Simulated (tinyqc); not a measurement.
# On-chip power grid, static voltage drop by conjugate gradients, step by step

Computed by the program tinyqc: `OMP_NUM_THREADS=1 python tinyqc.py 2770127 2770128 out.jsonl`, one thread of a shared Intel Xeon 2.30GHz, about 0.2 s for the whole run. Printed values are rounded.

A grid of 4 rows and 3 columns, node k = 3 row + column. Neighbours in a row are joined by Rx, in a column by Ry; pad nodes, which reach the supply through Rp: 0, 2, 9, 11. Each node draws I0, node 9 draws kh I0. The drops u = Vdd - V solve G u = i, with G the conductance matrix (1/Rp added on the diagonal at pad nodes).

Values chosen for this exercise: supply voltage Vdd = 0.75 V; resistance of a horizontal segment Rx = 0.34 ohm; resistance of a vertical segment Ry = 0.3 ohm; resistance from a pad node to the supply Rp = 0.16 ohm; load current of an ordinary node I0 = 1 mA; factor on the load at the hot node kh = 1.

## Diagonal of G, loads and first direction

G_kk = sum of the conductances at node k. Start u = 0, so the residual is r = i; p = r.

G_kk (S):
```
         col 0    col 1    col 2
row 0  12.5245  9.21569  12.5245
row 1  9.60784  12.5490  9.60784
row 2  9.60784  12.5490  9.60784
row 3  12.5245  9.21569  12.5245
```

r at the start (mA):
```
       col 0  col 1  col 2
row 0      1      1      1
row 1      1      1      1
row 2      1      1      1
row 3      1      1      1
```

p at the start (mA):
```
       col 0  col 1  col 2
row 0      1      1      1
row 1      1      1      1
row 2      1      1      1
row 3      1      1      1
```

## Iteration 1: conjugate-gradient step

u at the start (mV):
```
       col 0  col 1  col 2
row 0      0      0      0
row 1      0      0      0
row 2      0      0      0
row 3      0      0      0
```

q = G p; a = (r.r)/(p.q); u(new) = u + a p; r(new) = r - a q; b = (r.r)(new)/(r.r); p(new) = r(new) + b p.

q (mA S):
```
         col 0    col 1    col 2
row 0  6.25000  0.00000  6.25000
row 1  0.00000  0.00000  0.00000
row 2  0.00000  0.00000  0.00000
row 3  6.25000  0.00000  6.25000
```

a = 0.48 ohm

u after iteration 1 (mV):
```
          col 0     col 1     col 2
row 0  0.480000  0.480000  0.480000
row 1  0.480000  0.480000  0.480000
row 2  0.480000  0.480000  0.480000
row 3  0.480000  0.480000  0.480000
```

r after iteration 1 (mA):
```
          col 0    col 1     col 2
row 0  -2.00000  1.00000  -2.00000
row 1   1.00000  1.00000   1.00000
row 2   1.00000  1.00000   1.00000
row 3  -2.00000  1.00000  -2.00000
```

b = 2

p after iteration 1 (mA):
```
         col 0    col 1    col 2
row 0  0.00000  3.00000  0.00000
row 1  3.00000  3.00000  3.00000
row 2  3.00000  3.00000  3.00000
row 3  0.00000  3.00000  0.00000
```

## Iteration 2: conjugate-gradient step

As before.

q (mA S):
```
          col 0    col 1     col 2
row 0  -18.8235  17.6471  -18.8235
row 1   10.0000   0.0000   10.0000
row 2   10.0000   0.0000   10.0000
row 3  -18.8235  17.6471  -18.8235
```

a = 0.106250 ohm

u after iteration 2 (mV):
```
          col 0     col 1     col 2
row 0  0.480000  0.798750  0.480000
row 1  0.798750  0.798750  0.798750
row 2  0.798750  0.798750  0.798750
row 3  0.480000  0.798750  0.480000
```

r after iteration 2 (mA):
```
          col 0     col 1     col 2
row 0   0.00000  -0.87500   0.00000
row 1  -0.06250   1.00000  -0.06250
row 2  -0.06250   1.00000  -0.06250
row 3   0.00000  -0.87500   0.00000
```

b = 0.147786

p after iteration 2 (mA):
```
         col 0     col 1    col 2
row 0  0.00000  -0.43164  0.00000
row 1  0.38086   1.44336  0.38086
row 2  0.38086   1.44336  0.38086
row 3  0.00000  -0.43164  0.00000
```

## Iteration 3: conjugate-gradient step

As before.

q (mA S):
```
         col 0    col 1    col 2
row 0   0.0000  -8.7891   0.0000
row 1  -1.8555  12.5000  -1.8555
row 2  -1.8555  12.5000  -1.8555
row 3   0.0000  -8.7891   0.0000
```

a = 0.0868380 ohm

u after iteration 3 (mV):
```
          col 0     col 1     col 2
row 0  0.480000  0.761267  0.480000
row 1  0.831823  0.924088  0.831823
row 2  0.831823  0.924088  0.831823
row 3  0.480000  0.761267  0.480000
```

r after iteration 3 (mA):
```
          col 0      col 1     col 2
row 0  0.000000  -0.111775  0.000000
row 1  0.098625  -0.085475  0.098625
row 2  0.098625  -0.085475  0.098625
row 3  0.000000  -0.111775  0.000000
```

b = 0.0221342

p after iteration 3 (mA):
```
          col 0      col 1     col 2
row 0  0.000000  -0.121329  0.000000
row 1  0.107055  -0.053528  0.107055
row 2  0.107055  -0.053528  0.107055
row 3  0.000000  -0.121329  0.000000
```

## Course of the conjugate-gradient iteration

Stop when |r| is below 1e-9 mA.

Course of the iteration:
```
iteration  largest u (mV)  |r| (mA)
1                    0.48      4.90
2                0.798750      1.88
3                0.924088     0.280
4                0.917722   < 1e-12
```

Converged in 4 iterations for 12 unknowns; in exact arithmetic the method needs at most 12. The condition number of the matrix is 15.9. Gauss-Seidel sweeps in node order need 86 to reach the same residual.

## Worst drop, pad currents and power lost

converged u (mV):
```
          col 0     col 1     col 2
row 0  0.480000  0.746835  0.480000
row 1  0.844557  0.917722  0.844557
row 2  0.844557  0.917722  0.844557
row 3  0.480000  0.746835  0.480000
```

Pad current u/Rp; worst drop as a share of Vdd; power lost in the grid and pads sum_k i_k u_k; power delivered sum_k i_k (Vdd - u_k).

worst drop = 0.917722 mV
share of Vdd = 0.122363 %
pad currents (mA): node 0 3, node 2 3, node 9 3, node 11 3
power lost = 0.00862734 mW
power delivered = 8.99137 mW

The pad currents add up to the total load, 12.00 mA. The worst drop is at node 4 and 7.
